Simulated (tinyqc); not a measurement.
# Changing the salt concentration c

Model: a particle near a wafer in liquid: double-layer and van der Waals forces (DLVO), deposition barrier and removal. Computed by tinyqc, a small Python program. Command: `OMP_NUM_THREADS=1 python tinyqc.py 3113892 3113893 out.jsonl dlvo sweep`. One thread of a shared host (Intel(R) Xeon(R) Processor @ 2.30GHz), about 0.01 s of CPU time with the checks.

Sphere and flat wall, Derjaguin approximation, constant potentials in the linear-superposition form, no retardation and no hydration force.

Inputs (values chosen for the exercise, of the order of those for silica on silica in water):

| quantity | value | unit |
|---|---|---|
| particle radius R | 360 | nm |
| Hamaker constant A | 4.6e-21 | J |
| potential of the particle psi_1 | -42 | mV |
| potential of the wafer psi_2 | -20 | mV |
| valence z of the symmetric salt | 2 | - |
| temperature T | 323 | K |
| dielectric constant of the liquid | 69.9 | - |
| contact distance h0 | 0.4 | nm |

Constants: e = 1.602176634e-19 C; N_A = 6.02214076e+23 1/mol; eps_0 = 8.8541878128e-12 F/m; k_B = 1.380649e-23 J/K; k_B = 8.617333262e-05 eV/K.

Method:
- kappa^2 = 2 z^2 e^2 N_A (1000 c)/(eps eps_0 k_B T); gamma_i = tanh(z e psi_i/(4 k_B T)); Z = 64 pi eps eps_0 (k_B T/(z e))^2 gamma_1 gamma_2.
- U(h) = Z R exp(-kappa h) - A R/(6 h); F(h) = -dU/dh = kappa Z R exp(-kappa h) - A R/(6 h^2), positive for repulsion.
- F = 0 reads x^2 exp(-x) = y with x = kappa h and y = A kappa/(6 Z); the left side peaks at x = 2 with 4/e^2 = 0.5413, so roots exist for smaller y: x < 2 is the barrier, x > 2 the secondary minimum.

One run for each value:

| salt concentration c (mol/L) | barrier height (k_B T) | energy at the secondary minimum (k_B T) | Debye length (nm) | position of the barrier (nm) |
|---|---|---|---|---|
| 1.00e-05 | 380.9 | -1.130e-01 | 47.24 | 2.690 |
| 3.00e-05 | 366.4 | -2.078e-01 | 27.27 | 2.063 |
| 1.00e-04 | 345.5 | -4.076e-01 | 14.94 | 1.549 |
| 3.00e-04 | 320.5 | -7.583e-01 | 8.63 | 1.198 |
| 1.00e-03 | 284.7 | -1.510e+00 | 4.72 | 0.911 |
| 3.00e-03 | 242.4 | -2.861e+00 | 2.73 | 0.717 |
| 1.00e-02 | 183.4 | -5.851e+00 | 1.49 | 0.561 |
| 3.00e-02 | 116.3 | -1.147e+01 | 0.86 | 0.462 |
| 1.00e-01 | 28.6 | -2.494e+01 | 0.47 | 0.399 |
| 3.00e-01 | -55.4 | -5.579e+01 | 0.27 | 0.472 |

Describe the trends.

Over the rows, barrier height (k_B T) falls from 381 to -55.4; energy at the secondary minimum (k_B T) falls from -0.113 to -55.8 (exponent d ln y / d ln x 0.55 between the first rows and 0.73 between the last); Debye length (nm) falls from 47.2 to 0.273 (exponent d ln y / d ln x about -0.50 throughout).  Left out: 1.00 (a listed quantity is not defined there).

Caution (rows 0.100): the maximum lies inside the contact distance, where the model does not apply; the energy at contact is the barrier that counts.

Extremes, crossings and ranges named in words are read from the listed rows.
